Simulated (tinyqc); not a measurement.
From results to parameters: Hueckel model of a polar double bond. Computed by the program tinyqc.

Problem. A C=X pi bond in Hueckel theory has H_XX = alpha + h beta, H_CC = alpha and H_CX = k beta, with two electrons. Find h, k, the charge on carbon and the bond order.

x values of the two levels (E = alpha + x beta): 2.597416  -0.457416

Solution. The sum of the x values is h and their product is -k^2; the charge on carbon is h/sqrt(h^2 + 4k^2) and the bond order 2k/sqrt(h^2 + 4k^2).

h, k: 2.1400  1.0900
charge on carbon, bond order: 0.701  0.714
